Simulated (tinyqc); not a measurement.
Defect-molecule model of a vacancy with Jahn-Teller distortion: sweeps and comparisons. A value that a table varies takes the place of the one given here.

Four dangling hybrids a, b, c, d point into the vacancy: H_ii = E0, and -gm between any two. A tetragonal distortion Q pairs a with b and c with d: those two couplings become -gm - I Q and the other four -gm + I Q/2, at an elastic cost k Q^2/2. The a1 level holds two electrons; charge states 2+, + and 0 put n = 0, 1, 2 more into the lowest level of t2 origin. Energy from the 2+ state at Q = 0, with the Fermi level mu counted from Ev: W_n(Q) = n (et - 2 I Q) + k Q^2/2 + Uc n (n - 1)/2 - n mu. et = E0 + gm is the undistorted t2 level.

Constants: kB = 8.617333262e-05 eV/K.

Parameters, chosen for this exercise (of the size used for the vacancy in silicon; the results hold for these values, not for the real material): E0 = -0.03 eV (level of a dangling hybrid, from Ev); gm = 0.32 eV (coupling between two dangling hybrids); I = 0.98 eV/angstrom (Jahn-Teller coupling); k = 13 eV/angstrom^2 (force constant of the mode); Uc = 0.26 eV (repulsion of two electrons in one orbital); T = 200 K (temperature); mu1 = 0 eV (first Fermi level).

## Occupation against the Fermi level

Weights g_n exp(-W_n/kT) with W_n = n et - n^2 E_JT + Uc n (n - 1)/2 - n mu, E_JT = 2 I^2/k, degeneracies 1, 6 (spin and three axes) and 3; mu = mu1 + 0.03 j eV.

Shares:
```
mu (eV)      2+       +       0  mean charge
0.00     0.9984  0.0016  0.0000       1.9984
0.03     0.9911  0.0088  0.0001       1.9911
0.06     0.9502  0.0482  0.0016       1.9486
0.09     0.7439  0.2153  0.0408       1.7031
0.12     0.2257  0.3724  0.4019       0.8237
0.15     0.0146  0.1377  0.8476       0.1670
0.18     0.0005  0.0277  0.9718       0.0287
0.21     0.0000  0.0050  0.9950       0.0050
0.24     0.0000  0.0009  0.9991       0.0009
```

U_eff = Uc - 2 E_JT = -0.036 eV and kT = 17.2 meV. The + state reaches at most 37.2 % on these rows, at mu = 0.12 eV. The mean charge goes from 2.00 to 0.00.

## When U turns negative

The force constant is varied. E_JT = 2 I^2/k, E(2+/+) = et - E_JT, E(+/0) = et - 3 E_JT + Uc, U_eff = Uc - 2 E_JT.

Against k:
```
k (eV/angstrom^2)  E_JT (eV)  (2+/+) (eV)  (+/0) (eV)  U_eff (eV)  Q of the neutral state (angstrom)
8                     0.2401       0.0499     -0.1703     -0.2202                             0.4900
12                    0.1601       0.1299      0.0698     -0.0601                             0.3267
16                    0.1201       0.1699      0.1898      0.0199                             0.2450
24                    0.0800       0.2100      0.3099      0.0999                             0.1633
32                    0.0600       0.2300      0.3699      0.1399                             0.1225
48                    0.0400       0.2500      0.4299      0.1800                             0.0817
64                    0.0300       0.2600      0.4600      0.2000                             0.0612
96                    0.0200       0.2700      0.4900      0.2200                             0.0408
```

k at which U_eff = 0 = 14.78 eV/angstrom^2

Levels below 0 lie in the valence band. U_eff is negative for k below 4 I^2/Uc = 14.8: 2 of the 8 rows. The gain grows as n^2, so the second electron wins 3 E_JT where the first wins E_JT. For a stiff lattice the levels tend to et = 0.290 and et + Uc = 0.550 eV.

## What each parameter does

E_JT = 2 I^2/k, E(2+/+) = et - E_JT, E(+/0) = et - 3 E_JT + Uc, U_eff = E(+/0) - E(2+/+); a1 level E0 - 3 gm. Each row changes one parameter from the base and keeps the others.

Results:
```
case                    (2+/+) (eV)  (+/0) (eV)  U_eff (eV)  a1 (eV)
base                         0.1422      0.1067     -0.0355  -0.9900
E0 = 0.02 eV                 0.1922      0.1567     -0.0355  -0.9400
gm = 0.36 eV                 0.1822      0.1467     -0.0355  -1.1100
I = 1.078 eV/angstrom        0.1112      0.0137     -0.0976  -0.9900
k = 14.3 eV/angstrom^2       0.1557      0.1470     -0.0086  -0.9900
Uc = 0.32 eV                 0.1422      0.1667      0.0245  -0.9900
```

The largest shifts from the base row, up to three for each result and ties (the steps differ in size, so this ranks the rows, not the parameters). (2+/+) (eV): E0 +0.0500, gm +0.0400, I -0.0310; unchanged at the printed digits by Uc. (+/0) (eV): I -0.0931, Uc +0.0600, E0 +0.0500. U_eff (eV): I -0.0621, Uc +0.0600, k +0.0269; unchanged at the printed digits by E0 and gm. a1 (eV): gm -0.1200, E0 +0.0500; unchanged at the printed digits by I, k and Uc. E0 and gm move both levels alike, so U_eff depends on I, k and Uc alone.

Run: tinyqc, `OMP_NUM_THREADS=1 python tinyqc.py 1480266 1480267 out.jsonl`; Intel(R) Xeon(R) Processor @ 2.30GHz, one thread, shared host; about 0.01 s of CPU time with all checks.
